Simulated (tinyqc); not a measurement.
Shrinking the pitch: stress in a transistor channel from embedded alloy regions, liners and fins, by half-space elasticity. Computed by tinyqc, a small Python program. Command: `OMP_NUM_THREADS=1 python tinyqc.py 3000881 3000882 out.jsonl stressor walk`. One thread of a shared host (Intel(R) Xeon(R) Processor @ 2.30GHz), about 0.01 s of CPU time with the checks.

Plane strain in an isotropic half-space, the same constants everywhere; x along the channel from its centre, y downwards from the free surface; stress is positive in tension.

Inputs (values chosen for the exercise, modelled on silicon):

| quantity | value | unit |
|---|---|---|
| alloy fraction x | 0.19 | - |
| lattice change per unit x, beta | 0.0414 | - |
| Young's modulus E | 162 | GPa |
| Poisson ratio nu | 0.21 | - |
| channel length L | 78 | nm |
| length of each stressor S | 195 | nm |
| recess depth d | 25 | nm |
| depth of the field point y | 2.7 | nm |

Stressor: Si(1-x)Ge(x) source and drain.

Method:
- Misfit e = beta x. A fully constrained inclusion holds the stress -p with p = E e/(1 - 2 nu); a blanket film would hold -E e/(1 - nu) in the plane.
- A line element dA of misfit at (a, c) in the half-space gives, with C = E e/(2 pi (1 - nu)), X = x - a, r1^2 = X^2 + (y - c)^2, r2^2 = X^2 + Y^2, Y = y + c: s_xx = -C dA {[X^2 - (y - c)^2]/r1^4 + 3 [X^2 - Y^2]/r2^4 + 4 y Y (Y^2 - 3 X^2)/r2^6}, s_yy = C dA {[X^2 - (y - c)^2]/r1^4 - [X^2 - Y^2]/r2^4 + 4 y Y (Y^2 - 3 X^2)/r2^6}. These are integrated over two rectangles, L/2 < |a| < L/2 + S, 0 < c < d (closed form in a, 200 Gauss-Legendre points in c).
- L and S are scaled together at fixed d, then S alone, then L alone.

misfit e = 0.007866

S_xx at the centre (MPa):

| scale | L and S scaled | S alone | L alone |
|---|---|---|---|
| 0.35 | -1280.9 | -656.4 | -1638.0 |
| 0.50 | -1248.8 | -753.1 | -1440.8 |
| 0.70 | -1110.8 | -833.6 | -1191.3 |
| 1.00 | -905.2 | -905.2 | -905.2 |
| 1.40 | -704.9 | -959.4 | -656.5 |
| 2.00 | -519.6 | -1004.0 | -441.8 |
| 3.00 | -356.7 | -1041.3 | -265.8 |

What follows from these numbers?

Halving S alone keeps 0.83 of the stress, halving L alone gives 1.59, and halving both 1.38: a shorter channel brings the walls closer, a shorter stressor brings its far wall, which pulls the other way, closer too. Neighbouring devices are left out.
